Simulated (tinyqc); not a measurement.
What moves the results: bond unit of a tetrahedral oxide and its oxygen vacancy in tight binding. A value that a table varies takes the place of the one given here.

Two sp3 hybrids h1, h2 at eh = (es + 3 ep)/4 point at one oxygen with orbitals s, px, py, pz; x joins the two cations, z bisects the angle phi, and th = (180 - phi)/2. With u = hbar^2/(m d^2) = 2c/d^2, c = hbar^2/2m0: Vhs = -(1.32 + sqrt3 x 1.42) u/2 and Vhp = (1.42 + sqrt3 x 2.22) u/2. <h|s> = Vhs for both; <h1|px> = Vhp cos(th), <h2|px> = -Vhp cos(th); <h|pz> = Vhp sin(th) for both; py is a lone pair. The unit holds 8 electrons. Coupling between units, which widens the levels into bands, is left out.

Without the oxygen the two hybrids face each other at distance R and couple by -V2, V2 = 3.22 x 2c/R^2, c = hbar^2/2m0: a bond at eh - V2 with two electrons and an antibond at eh + V2. Levels are measured from eop, the lone-pair level that stands for the top of the valence band.

Constants: hbar^2/2m0 = 3.80998211 eV angstrom^2.

Values chosen for the exercise (near tabulated values for SiO2; not measured data):
- es = -14.61 eV (s level of the cation)
- ep = -7.63 eV (p level of the cation)
- eos = -34.47 eV (s level of oxygen)
- eop = -16.92 eV (p level of oxygen)
- d = 1.61 angstrom (cation-oxygen distance)
- phi = 148 degrees (bond angle at oxygen)
- R = 2.67 angstrom (cation-cation distance across the vacancy)

## Bond angle at oxygen

phi is varied at fixed d. Levels above eop; cation-cation distance 2 d cos(th); band energy is twice the sum of the four filled levels, relative to phi = 180; excess on O is the number of electrons on oxygen less 6.

Against phi:
```
phi (deg)  distance (angstrom)  level 2  level 3  level 5  level 6  excess on O  band energy (eV)
110                      2.638   -5.954   -2.729   12.691   13.499        0.912            -2.079
120                      2.789   -6.429   -2.179   12.101   13.974        0.939            -1.849
130                      2.918   -6.840   -1.638   11.524   14.385        0.976            -1.517
140                      3.026   -7.182   -1.127   10.984   14.727        1.022            -1.121
150                      3.110   -7.452   -0.676   10.508   14.997        1.074            -0.710
160                      3.171   -7.647   -0.316   10.131   15.192        1.123            -0.345
170                      3.208   -7.765   -0.082    9.887   15.310        1.160            -0.091
180                      3.220   -7.804    0.000    9.802   15.349        1.173             0.000
```

What can be read from the table?

Bending moves coupling from px to pz: level 2 rises from -7.80 to -5.95 eV and level 3 falls from 0.00 to -2.73 eV between 180 and 110 degrees. The lowest empty level is lowest at 180 degrees (9.80 eV) and highest at 110 (12.69 eV), so a spread of angles in a glass smears the conduction edge. The band energy is lowest at 110 degrees of those listed (-2.08 eV); the repulsion of the cations, not included, opposes bending.

## The vacancy as the cations move

R is varied; eh = (es + 3 ep)/4. The last two columns are the band energies of the bond with two electrons, -2 V2, and with one, -V2.

Against R (eV):
```
R (angstrom)     V2  bond level  antibond level  two electrons  one electron
2.20          5.069       2.476          12.614        -10.139        -5.069
2.35          4.443       3.102          11.988         -8.886        -4.443
2.50          3.926       3.619          11.471         -7.852        -3.926
2.70          3.366       4.179          10.911         -6.731        -3.366
3.00          2.726       4.819          10.271         -5.453        -2.726
3.30          2.253       5.292           9.798         -4.506        -2.253
3.70          1.792       5.753           9.337         -3.585        -1.792
4.20          1.391       6.154           8.936         -2.782        -1.391
```

What can be read from the table?

The bond level rises from 2.48 eV at 2.2 to 6.15 eV at 4.2 angstrom, towards the lone hybrid at 7.55 eV. Taking one electron away halves the pull between the cations (at 2.5 angstrom from 6.28 to 3.14 eV/angstrom), so the positive vacancy relaxes outward and its level moves up: capture and release of a hole take place at different energies.

## What each value does

Spacing from the highest filled to the lowest empty level, excess electrons on oxygen (their number less 6), and the vacancy bond level eh - V2 - eop, V2 = 3.22 x 2c/R^2. Each row changes one parameter from the base and keeps the others.

Results:
```
case               spacing (eV)  excess on O  vacancy level (eV)
base                    10.5967       1.0632              4.1032
es = -14.11 eV          10.7047       1.0715              4.2282
ep = -7.13 eV           10.9212       1.0877              4.4782
eos = -32.47 eV         10.7401       1.0496              4.1032
eop = -16.42 eV         10.1332       1.0323              3.6032
d = 1.65 angstrom       10.3478       1.0932              4.1032
phi = 140 degrees       10.9838       1.0223              4.1032
R = 2.82 angstrom       10.5967       1.0632              4.4596
```

How do the results move?

The largest shifts from the base row, up to three for each result and ties (the steps differ in size, so this ranks the rows, not the parameters). spacing (eV): eop -0.4635, phi +0.3871, ep +0.3245; unchanged at the printed digits by R. excess on O: phi -0.0409, eop -0.0310, d +0.0300; unchanged at the printed digits by R. vacancy level (eV): eop -0.5000, ep +0.3750, R +0.3564; unchanged at the printed digits by eos, d and phi.

(tinyqc, `OMP_NUM_THREADS=1 python tinyqc.py 1481209 1481210 out.jsonl`, Intel(R) Xeon(R) Processor @ 2.30GHz, 1 thread, shared host, about 0.01 s.)
